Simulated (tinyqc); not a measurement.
Resistance of a tapered via with liner, size effect and interface: one step of the calculation.

A round via whose diameter grows from db at the bottom as D(z) = db + 2 z/tan(ang). The fill, of diameter D - 2 tl, starts above the bottom liner (thickness fb tl) and has rho = rho0 (1 + ks lam/(D - 2 tl)); the sidewall liner conducts in parallel with it. The bottom liner and the interface are crossed over the full area pi db^2/4. Spreading in the lines above and below is left out.

Problem. Slices of the via. Slices between z0 = fb tl and hv, evaluated at their midpoints: conductance per length pi/4 [(D - 2 tl)^2/rho + (D^2 - (D - 2 tl)^2)/rl], slice resistance = slice height over that. 6 slices.

Inputs (values chosen for the exercise); fill metal close to molybdenum: diameter at the bottom db = 37 nm; height hv = 120 nm; sidewall angle ang = 85 degrees; bulk resistivity of the fill rho0 = 5.29 uohm cm; mean free path of the fill lam = 11.2 nm; size-effect factor ks = 1.1; liner on the sidewall tl = 0.3 nm; liner at the bottom over that on the sidewall fb = 0.5; resistivity of the liner rl = 170 uohm cm.

Give: z; D; rho; slice resistance.

Solution.

```
slice	z (nm)	D (nm)	rho (uohm cm)	slice resistance (ohm)
0	10.14	38.77	6.997	1.220
1	30.11	42.27	6.854	1.003
2	50.09	45.76	6.733	0.8386
3	70.06	49.26	6.629	0.7114
4	90.04	52.75	6.540	0.6109
5	110.0	56.25	6.461	0.5302
```

tinyqc, about 0.01 s, one thread, Intel Xeon 2.30GHz (shared host): `OMP_NUM_THREADS=1 python tinyqc.py 2750010 2750011 out.jsonl`
